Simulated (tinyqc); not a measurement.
From results back to parameters: Weaire-Thorpe hybrids on a Bethe lattice: gap and dangling bond of an amorphous tetrahedral solid. Two cases, with inputs chosen for the exercise.

Problem. In the Weaire-Thorpe model the two p-like peaks lie at -V2 + V1 and V2 + V1, and the guaranteed gap is 2 V2 - 4 V1. The peak positions come from hidden V1 and V2.

Case 1.

peaks (eV): bonding -2.270, antibonding 6.210

Case 2.

peaks (eV): bonding -8.650, antibonding 12.970

Find: V1, V2; guaranteed gap; lowest possible level -3 V1 - V2.

Solution. The mean of the peaks is V1 and half their distance V2.

Case 1.

V1, V2 (eV): 1.97  4.24

guaranteed gap = 0.60 eV
lowest possible level -3 V1 - V2 = -10.15 eV

Case 2.

V1, V2 (eV): 2.16  10.81

guaranteed gap = 12.98 eV
lowest possible level -3 V1 - V2 = -17.29 eV

Computed by tinyqc, one run a case: `OMP_NUM_THREADS=1 python tinyqc.py N N+1 out.jsonl` with N = 1481797, 1481807; one thread of a shared Intel(R) Xeon(R) Processor @ 2.30GHz, about 0.04 s a run at most.
